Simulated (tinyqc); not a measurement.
# Ellipsometry and reflectance of a transparent film on an absorbing substrate, step by step

Computed by the program tinyqc: `OMP_NUM_THREADS=1 python tinyqc.py 2870135 2870136 out.jsonl`, one thread of a shared Intel Xeon 2.30GHz, about 0.01 s for the whole run. Printed values are rounded.

Air (index 1), film, substrate with N2 = n2 - i k2; time factor exp(+i w t). q_j = sqrt(N_j^2 - sin^2 th), root with positive real part. Fresnel coefficients r_s = (q_a - q_b)/(q_a + q_b), r_p = (N_b^2 q_a - N_a^2 q_b)/(N_b^2 q_a + N_a^2 q_b). tan(Psi) exp(i Delta) = R_p/R_s, Delta taken from 0 to 360 degrees.

Inputs (values chosen for the exercise); indices close to those of a porous low-k film on silicon:
```
symbol  value     unit                                  meaning
lam       405       nm                               wavelength
th         75  degrees                       angle of incidence
n1       1.29                     index of the transparent film
d         1.8       nm                           film thickness
n2       5.42                            index of the substrate
k2      0.329           extinction coefficient of the substrate
```

## Interface coefficients and thickness period

q0, q1, q2 and the coefficients r01 and r12 for p and s; the results repeat in d with the period lam/(2 q1).

q0 = 0.258819
q1 = 0.855036
q2 = 5.33357-0.33433i
r01,p = -0.330033
r01,s = -0.535274
r12,p = 0.478786-0.022614i
r12,s = -0.724478+0.014885i
period = 236.832 nm

## Psi, Delta and reflectances

beta = 2 pi d q1/lam, X = exp(-2 i beta), R = (r01 + r12 X)/(1 + r01 r12 X) for p and s.

beta = 0.0238771 rad
X = 0.998860-0.047736i
R_p = 0.173613-0.057028i
R_s = -0.907517+0.018335i
Psi = 11.3827 degrees
Delta = 162.973 degrees
|R_p|^2 = 0.0333936
|R_s|^2 = 0.823923

The bare substrate gives Psi = 11.14 and Delta = 171.20 degrees.
